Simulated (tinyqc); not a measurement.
Temperature and isotope dependence of a band gap in oscillator models: one step. Isotope effect. Five cases, with inputs chosen for the exercise.

Task: With M -> M + dM the oscillator temperatures scale as M^(-1/2) and the slopes stay. Give th, ZP, E0 (static gap fixed) and E(T) for the new mass, and the linear rule dE0 = ZP dM/(2 M).

E(T) = E0 - sum_i sl_i th_i n_i(T), n = 1/(exp(th/T) - 1). The same coupling lowers the gap at 0 K by the zero-point term ZP = sum_i sl_i th_i/2, so the gap of the static lattice is E0 + ZP. Thermal expansion is taken as part of the slopes.

Give: th; ZP; shift of E0; linear rule; shift of E(T).

Case 1.

Values chosen (near those of InP; the results hold for these values, not for the real material):
- E0 = 1.416 eV (gap at 0 K)
- th = (122, 331) K (temperatures of two oscillators)
- sl = (0.1327, 0.2693) meV/K (their high-temperature slopes)
- T = 150 K (temperature)
- M = 72.96 u (mean atomic mass)
- dM = 2.43 u (change of the mean mass (not bounded by the natural isotopes))

Result:

th (K): 120.02  325.62

ZP = 51.808 meV
shift of E0 = 0.856 meV
linear rule = 0.877 meV
shift of E(T) = 0.491 meV

The heavier crystal has the wider gap. At 150 K 57 % of the shift at 0 K is left; it fades at high T, where the motion is classical and the mean-square amplitude no longer depends on mass.

Case 2.

Values chosen (near those of InAs; the results hold for these values, not for the real material):
- E0 = 0.419 eV (gap at 0 K)
- th = (51, 217) K (temperatures of two oscillators)
- sl = (0.0911, 0.1849) meV/K (their high-temperature slopes)
- T = 77 K (temperature)
- M = 94.9 u (mean atomic mass)
- dM = -5.69 u (change of the mean mass (not bounded by the natural isotopes))

Result:

th (K): 52.60  223.81

ZP = 23.088 meV
shift of E0 = -0.703 meV
linear rule = -0.671 meV
shift of E(T) = -0.491 meV

The lighter crystal has the narrower gap. At 77 K 70 % of the shift at 0 K is left; it fades at high T, where the motion is classical and the mean-square amplitude no longer depends on mass.

Case 3.

Values chosen (near those of GaN; the results hold for these values, not for the real material):
- E0 = 3.497 eV (gap at 0 K)
- th = (197, 715) K (temperatures of two oscillators)
- sl = (0.1946, 0.4134) meV/K (their high-temperature slopes)
- T = 300 K (temperature)
- M = 41.92 u (mean atomic mass)
- dM = -0.76 u (change of the mean mass (not bounded by the natural isotopes))

Result:

th (K): 198.81  721.57

ZP = 168.493 meV
shift of E0 = -1.534 meV
linear rule = -1.513 meV
shift of E(T) = -0.951 meV

The lighter crystal has the narrower gap. At 300 K 62 % of the shift at 0 K is left; it fades at high T, where the motion is classical and the mean-square amplitude no longer depends on mass.

Case 4.

Values chosen (near those of AlN; the results hold for these values, not for the real material):
- E0 = 6.137 eV (gap at 0 K)
- th = (306, 1173) K (temperatures of two oscillators)
- sl = (0.1263, 0.7157) meV/K (their high-temperature slopes)
- T = 600 K (temperature)
- M = 20.51 u (mean atomic mass)
- dM = -1.07 u (change of the mean mass (not bounded by the natural isotopes))

Result:

th (K): 314.31  1204.85

ZP = 451.004 meV
shift of E0 = -11.922 meV
linear rule = -11.453 meV
shift of E(T) = -6.754 meV

The lighter crystal has the narrower gap. At 600 K 57 % of the shift at 0 K is left; it fades at high T, where the motion is classical and the mean-square amplitude no longer depends on mass.

Case 5.

Values chosen (near those of InAs; the results hold for these values, not for the real material):
- E0 = 0.413 eV (gap at 0 K)
- th = (65, 214) K (temperatures of two oscillators)
- sl = (0.1163, 0.1607) meV/K (their high-temperature slopes)
- T = 50 K (temperature)
- M = 95.09 u (mean atomic mass)
- dM = -2.12 u (change of the mean mass (not bounded by the natural isotopes))

Result:

th (K): 65.74  216.43

ZP = 21.212 meV
shift of E0 = -0.238 meV
linear rule = -0.234 meV
shift of E(T) = -0.195 meV

The lighter crystal has the narrower gap. At 50 K 82 % of the shift at 0 K is left; it fades at high T, where the motion is classical and the mean-square amplitude no longer depends on mass.

Computed by tinyqc, one run a case: `OMP_NUM_THREADS=1 python tinyqc.py N N+1 out.jsonl` with N = 1880068, 1880076, 1880234, 1880256, 1880270; one thread of a shared Intel(R) Xeon(R) Processor @ 2.30GHz, about 0.01 s a run at most.
